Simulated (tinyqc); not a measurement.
Inside a calculation. Method: inverse iteration on a symmetric matrix. One step of it, computed by the program tinyqc.

Question. Step 1. solve (A - shift) w = v; v' = w/|w| with its largest component positive (the first on a tie); lambda = v'^T A v'.

A:
```
          1          2          3         4
1  1.896000   0.091000   0.390000  0.349000
2  0.091000   2.698000  -0.152000  0.140000
3  0.390000  -0.152000   4.154000  0.097000
4  0.349000   0.140000   0.097000  5.325000
```

vector v at the start: 0.500000  0.500000  0.500000  0.500000

shift = -0.390000

Give: vector after step 1; Rayleigh quotient after step 1.

Answer.

vector after step 1: 0.6809  0.5820  0.3606  0.2601

Rayleigh quotient after step 1 = 3.0774
